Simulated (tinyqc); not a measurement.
Inside a calculation. Method: CIS and TDHF on RHF in the sto-3g basis, for B+, spin multiplicity 1. Computed by tinyqc, a small Python program that keeps every step (integrals from PySCF). Settings: charge = 1, multiplicity = 1, basis = sto-3g, method = RHF, energy threshold = 1e-10, iteration cap = 76, orthogonalisation = canonical, start = core, DIIS depth = 6, TDHF = 1. Command: `OMP_NUM_THREADS=1 python tinyqc.py 30259 30260 out.jsonl` (the two numbers bound the seeds that draw the settings). One thread of a shared host (Intel(R) Xeon(R) Processor @ 2.60GHz), about 0.04 s of CPU time with the checks. The early iterations of the SCF are left out here.

## One-electron integrals

Geometry (angstrom):
```
atom,x,y,z
B,0.000000,0.000000,0.000000
```

Basis sto-3g: exponents (1/bohr^2) and contraction coefficients of normalised primitives:
```
element,l (shell),exponent,coefficient
B,s (1),48.791113,0.154329
B,s (1),8.887362,0.535328
B,s (1),2.405267,0.444635
B,s (2),2.236956,-0.099967
B,s (2),0.519821,0.399513
B,s (2),0.169062,0.700115
B,p (3),2.236956,0.155916
B,p (3),0.519821,0.607684
B,p (3),0.169062,0.391957
```

Overlap, kinetic and nuclear-attraction integrals over the contracted functions; the nuclear repulsion is the sum of Za Zb / Rab.

nuclear repulsion = 0 hartree

overlap S, lower triangle:
```
,1B 1s,1B 2s,1B 2px,1B 2py,1B 2pz
1B 1s,1.000000
1B 2s,0.269328,1.000000
1B 2px,0.000000,0.000000,1.000000
1B 2py,0.000000,0.000000,0.000000,1.000000
1B 2pz,0.000000,0.000000,0.000000,0.000000,1.000000
```

kinetic energy T (hartree), lower triangle:
```
,1B 1s,1B 2s,1B 2px,1B 2py,1B 2pz
1B 1s,10.826302
1B 2s,-0.047967,0.359168
1B 2px,0.000000,0.000000,1.123881
1B 2py,0.000000,0.000000,0.000000,1.123881
1B 2pz,0.000000,0.000000,0.000000,0.000000,1.123881
```

nuclear attraction V (hartree), lower triangle:
```
,1B 1s,1B 2s,1B 2px,1B 2py,1B 2pz
1B 1s,-23.147388
1B 2s,-3.139362,-3.771633
1B 2px,0.000000,0.000000,-3.741440
1B 2py,0.000000,0.000000,0.000000,-3.741440
1B 2pz,0.000000,0.000000,0.000000,0.000000,-3.741440
```

core Hamiltonian H = T + V (hartree), lower triangle:
```
,1B 1s,1B 2s,1B 2px,1B 2py,1B 2pz
1B 1s,-12.321086
1B 2s,-3.187330,-3.412465
1B 2px,0.000000,0.000000,-2.617559
1B 2py,0.000000,0.000000,0.000000,-2.617559
1B 2pz,0.000000,0.000000,0.000000,0.000000,-2.617559
```

## Two-electron integrals

Functions are numbered as in S; the eight-fold symmetry (ij|kl) = (ji|kl) = (kl|ij) leaves the list below.

Two-electron integrals (ij|kl) in chemists' order, unique and non-zero (hartree):
```
i,j,k,l,(ij|kl)
1,1,1,1,2.923513
2,1,1,1,0.518376
2,1,2,1,0.109262
2,2,1,1,0.744229
2,2,2,1,0.193177
2,2,2,2,0.544804
3,1,3,1,0.020264
3,2,3,1,0.029996
3,2,3,2,0.120346
3,3,1,1,0.742491
3,3,2,1,0.193240
3,3,2,2,0.544682
3,3,3,3,0.586773
4,1,4,1,0.020264
4,2,4,1,0.029996
4,2,4,2,0.120346
4,3,4,3,0.031630
4,4,1,1,0.742491
4,4,2,1,0.193240
4,4,2,2,0.544682
4,4,3,3,0.523513
4,4,4,4,0.586773
5,1,5,1,0.020264
5,2,5,1,0.029996
5,2,5,2,0.120346
5,3,5,3,0.031630
5,4,5,4,0.031630
5,5,1,1,0.742491
5,5,2,1,0.193240
5,5,2,2,0.544682
5,5,3,3,0.523513
5,5,4,4,0.523513
5,5,5,5,0.586773
```

## Orthogonalisation

S = U s U^T; canonical form X = U s^(-1/2), so that X^T S X = 1. Each column of U has its largest component positive (the first on a tie).

eigenvalues of S: 0.730672  1.000000  1.000000  1.000000  1.269328

X:
```
,1,2,3,4,5
1B 1s,0.827225,0.000000,0.000000,0.000000,0.627622
1B 2s,-0.827225,0.000000,0.000000,0.000000,0.627622
1B 2px,0.000000,1.000000,0.000000,0.000000,0.000000
1B 2py,0.000000,0.000000,1.000000,0.000000,0.000000
1B 2pz,0.000000,0.000000,0.000000,1.000000,0.000000
```

Within a degenerate level the vectors are fixed only up to a rotation; this is one choice.

## Starting guess

The start is the orbitals of the core Hamiltonian; D = 2 C_occ C_occ^T.

D at the start, lower triangle:
```
,1B 1s,1B 2s,1B 2px,1B 2py,1B 2pz
1B 1s,2.156421
1B 2s,-0.580784,2.156421
1B 2px,0.000000,0.000000,0.000000
1B 2py,0.000000,0.000000,0.000000,0.000000
1B 2pz,0.000000,0.000000,0.000000,0.000000,0.000000
```

## Iteration 2 (converged): orbitals

converged F (hartree), lower triangle:
```
,1B 1s,1B 2s,1B 2px,1B 2py,1B 2pz
1B 1s,-7.982923
1B 2s,-2.299193,-1.450181
1B 2px,0.000000,0.000000,-0.200518
1B 2py,0.000000,0.000000,0.000000,-0.200518
1B 2pz,0.000000,0.000000,0.000000,0.000000,-0.200518
```

Diagonalise F' = X^T F X, C = X C', fill 2 alpha and 2 beta electrons from the bottom; D = 2 C_occ C_occ^T. Each column has its largest component positive (the first on a tie).

F' = X^T F X (hartree), lower triangle:
```
,1,2,3,4,5
1,-3.308405
2,0.000000,-0.200518
3,0.000000,0.000000,-0.200518
4,0.000000,0.000000,0.000000,-0.200518
5,-3.391699,0.000000,0.000000,0.000000,-5.527134
```

orbital energies (hartree): MO1 -7.986287, MO2 -0.849252, MO3 -0.200518, MO4 -0.200518, MO5 -0.200518

coefficients C:
```
,MO1,MO2,MO3,MO4,MO5
1B 1s,0.993693,-0.301304,0.000000,0.000000,0.000000
1B 2s,0.022541,1.038125,0.000000,0.000000,0.000000
1B 2px,0.000000,0.000000,0.997805,0.030360,-0.058848
1B 2py,0.000000,0.000000,0.066218,-0.457485,0.886748
1B 2pz,0.000000,0.000000,0.000000,0.888699,0.458491
```

D after iteration 2, lower triangle:
```
,1B 1s,1B 2s,1B 2px,1B 2py,1B 2pz
1B 1s,2.156421
1B 2s,-0.580784,2.156421
1B 2px,0.000000,0.000000,0.000000
1B 2py,0.000000,0.000000,0.000000,0.000000
1B 2pz,0.000000,0.000000,0.000000,0.000000,0.000000
```

Within a degenerate level the vectors are fixed only up to a rotation; this is one choice.

## Convergence

Stop when the energy changes by less than 1e-10 hartree and every element of the error matrix X^T (F D S - S D F) X is below 3e-06.

Course of the cycle:
```
iteration,E (hartree),change,largest element of the error matrix
1,-23.94847037,-,4.84e-15
2,-23.94847037,-1.07e-14,1.17e-15
```

PySCF RHF in the same basis = -23.94847037 hartree

Converged in 2 iterations.

## Populations

Mulliken: Z minus the diagonal of D S on the atom; Loewdin: the same with S^(1/2) D S^(1/2).

Charges (e):
```
atom,Mulliken,Loewdin
1B,1.000000,1.000000
```

## Integrals over molecular orbitals

(pq|rs) = sum C_ip C_jq C_kr C_ls (ij|kl), one index at a time.

one-electron integrals over orbitals h = C^T H C (hartree), lower triangle:
```
,1,2,3,4,5
1,-12.310688
2,0.342793,-2.802244
3,0.000000,0.000000,-2.617559
4,0.000000,0.000000,0.000000,-2.617559
5,0.000000,0.000000,0.000000,0.000000,-2.617559
```

Two-electron integrals over orbitals (pq|rs), unique and non-zero (hartree):
```
p,q,r,s,(pq|rs)
1,1,1,1,2.897294
2,1,1,1,-0.324303
2,1,2,1,0.057850
2,2,1,1,0.742479
2,2,2,1,-0.018490
2,2,2,2,0.525885
3,1,3,1,0.021414
3,2,3,1,0.027489
3,2,3,2,0.112771
3,3,1,1,0.742089
3,3,2,1,-0.011529
3,3,2,2,0.533524
3,3,3,3,0.586773
4,1,4,1,0.021414
4,2,4,1,0.027489
4,2,4,2,0.112771
4,3,4,3,0.031630
4,4,1,1,0.742089
4,4,2,1,-0.011529
4,4,2,2,0.533524
4,4,3,3,0.523513
4,4,4,4,0.586773
5,1,5,1,0.021414
5,2,5,1,0.027489
5,2,5,2,0.112771
5,3,5,3,0.031630
5,4,5,4,0.031630
5,5,1,1,0.742089
5,5,2,1,-0.011529
5,5,2,2,0.533524
5,5,3,3,0.523513
5,5,4,4,0.523513
5,5,5,5,0.586773
```

## CIS matrix, singlets

A(ia,jb) = (e_a - e_i) d_ij d_ab + 2 (ia|jb) - (ij|ab).

CIS matrix A, singlet (hartree), lower triangle:
```
,1>3,1>4,1>5,2>3,2>4,2>5
1>3,7.086507
1>4,0.000000,7.086507
1>5,0.000000,0.000000,7.086507
2>3,0.066506,0.000000,0.000000,0.340753
2>4,0.000000,0.066506,0.000000,0.000000,0.340753
2>5,0.000000,0.000000,0.066506,0.000000,0.000000,0.340753
```

## CIS singlet states

dipole integrals <i|r|a> (bohr):
```
,x,y,z
1>3,0.114804,0.007619,0.000000
1>4,0.003493,-0.052637,0.102251
1>5,-0.006771,0.102026,0.052753
2>3,0.967983,0.064239,0.000000
2>4,0.029453,-0.443812,0.862138
2>5,-0.057089,0.860245,0.444788
```

Diagonalise A (1 hartree = 27.211386 eV); each vector has its largest component positive (the first on a tie). The transition dipole is mu = sqrt2 sum c_ia <i|r|a>.

singlet excitation energies (eV): 9.254517  9.254517  9.254517  192.851515  192.851515  192.851515

lowest vectors:
```
,state 1,state 2,state 3,state 4,state 5,state 6
1>3,0.000008,-0.009857,-0.000119,0.000000,0.000000,0.999951
1>4,-0.008907,0.000044,-0.004224,0.900840,0.434040,0.000000
1>5,0.004224,0.000111,-0.008906,-0.434040,0.900840,0.000000
2>3,-0.000811,0.999878,0.012051,0.000000,0.000000,0.009858
2>4,0.903479,-0.004432,0.428496,0.008881,0.004279,0.000000
2>5,-0.428518,-0.011236,0.903410,-0.004279,0.008881,0.000000
```

oscillator strengths 2/3 w |mu|^2: 0.425723  0.425723  0.425723  0.146739  0.146739  0.146739

Within a degenerate level the vectors are fixed only up to a rotation; this is one choice.

## TDHF (RPA) singlet states

B(ia,jb) = 2 (ia|jb) - (ib|ja); the squared energies are the eigenvalues of (A - B)(A + B); 1 hartree = 27.211386 eV.

TDHF matrix B, singlet (hartree), lower triangle:
```
,1>3,1>4,1>5,2>3,2>4,2>5
1>3,0.021414
1>4,0.000000,0.021414
1>5,0.000000,0.000000,0.021414
2>3,0.027489,0.000000,0.000000,0.112771
2>4,0.000000,0.027489,0.000000,0.000000,0.112771
2>5,0.000000,0.000000,0.027489,0.000000,0.000000,0.112771
```

squared energies w^2 (hartree^2): 0.102998  0.102998  0.102998  50.225852  50.225852  50.225852

TDHF energies from the positive w^2 (eV): 8.733050  8.733050  8.733050  192.847638  192.847638  192.847638

## CIS matrix, triplets

A(ia,jb) = (e_a - e_i) d_ij d_ab - (ij|ab).

CIS matrix A, triplet (hartree), lower triangle:
```
,1>3,1>4,1>5,2>3,2>4,2>5
1>3,7.043679
1>4,0.000000,7.043679
1>5,0.000000,0.000000,7.043679
2>3,0.011529,0.000000,0.000000,0.115210
2>4,0.000000,0.011529,0.000000,0.000000,0.115210
2>5,0.000000,0.000000,0.011529,0.000000,0.000000,0.115210
```

## CIS triplet states

Diagonalise A (1 hartree = 27.211386 eV); each vector has its largest component positive (the first on a tie).

triplet excitation energies (eV): 3.134501  3.134501  3.134501  191.668798  191.668798  191.668798

lowest vectors:
```
,state 1,state 2,state 3,state 4,state 5,state 6
1>3,0.000001,-0.001664,-0.000017,0.000000,0.999999,0.000000
1>4,-0.000512,0.000016,-0.001583,0.869780,0.000000,-0.493436
1>5,-0.001583,-0.000006,0.000512,0.493436,0.000000,0.869780
2>3,-0.000450,0.999946,0.010246,0.000000,0.001664,0.000000
2>4,0.307881,-0.009610,0.951375,0.001447,0.000000,-0.000821
2>5,0.951423,0.003582,-0.307860,0.000821,0.000000,0.001447
```

Within a degenerate level the vectors are fixed only up to a rotation; this is one choice.

## TDHF (RPA) triplet states

B(ia,jb) = - (ib|ja); the squared energies are the eigenvalues of (A - B)(A + B); 1 hartree = 27.211386 eV.

TDHF matrix B, triplet (hartree), lower triangle:
```
,1>3,1>4,1>5,2>3,2>4,2>5
1>3,-0.021414
1>4,0.000000,-0.021414
1>5,0.000000,0.000000,-0.021414
2>3,-0.027489,0.000000,0.000000,-0.112771
2>4,0.000000,-0.027489,0.000000,0.000000,-0.112771
2>5,0.000000,0.000000,-0.027489,0.000000,0.000000,-0.112771
```

squared energies w^2 (hartree^2): 0.000547  0.000547  0.000547  49.611722  49.611722  49.611722

TDHF energies from the positive w^2 (eV): 0.636520  0.636520  0.636520  191.665002  191.665002  191.665002
